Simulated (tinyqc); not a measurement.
Quantum limit of the contact resistance of a two-dimensional channel: two steps of the calculation.

Parabolic band with gv valleys, C = hbar^2/(2 m0), eta = (EF - Ec)/(kB T). Landauer picture: each mode conducts 2 q^2/h, and the contacts and the channel add incoherently in series, 1/Tt - 1 = 2 (1/tc - 1) + L/lam for the total transmission Tt.

Inputs (values chosen for the exercise):
- T = 77 K (temperature)
- m = 0.37 m0 (mass)
- gv = 1 (valleys)
- n = 4.7e13 cm^-2 (carrier density)
- tc = 1 (transmission of each contact)
- lam = 18 nm (back-scattering length of the channel)
- L = 62 nm (channel length)

Constants: q = 1.602176634e-19 C, kB = 1.380649e-23 J/K, hbar = 1.054571817e-34 J s, h = 6.62607015e-34 J s, m0 = 9.1093837015e-31 kg, Vt = kB T/q, hbar^2/(2 m0) = 0.0380998212 eV nm^2. Results are converted to the units shown.

Question 1. Fermi level and modes. n = N ln(1 + exp(eta)), N = gv m kB T/(2 pi C); modes per width M = gv sqrt(m kB T/C) Fm(eta)/(2 sqrt(pi)), Fm(x) = (1/sqrt(pi)) int_0^infinity u^(-1/2)/(1 + exp(u - x)) du; at zero temperature M0 = gv kF/pi, kF = sqrt(2 pi n/gv). kB T in eV.

Find: N; eta; M; M0.

Answer 1.

N = 1.0256e12 cm^-2
eta = 45.828
M = 546.89 1/um
M0 = 547.00 1/um

The zero-temperature count is 0.020 % above the thermal one.

Question 2. Resistances. RQ = (h/2q^2)/M for the whole device, R = RQ/Tt; the part of one contact is Rc = RQ (1/tc - 1/2) and the channel adds RQ L/lam.

M = 546.89477 1/um

Find: RQ; Rc; channel; R; Tt.

Answer 2.

RQ = 23.60 ohm um
Rc = 11.80 ohm um
channel = 81.29 ohm um
R = 104.9 ohm um
Tt = 0.2250

The two contacts make up 22.5 % of R.

tinyqc, about 0.01 s, one thread, Intel Xeon 2.30GHz (shared host): `OMP_NUM_THREADS=1 python tinyqc.py 2760008 2760009 out.jsonl`
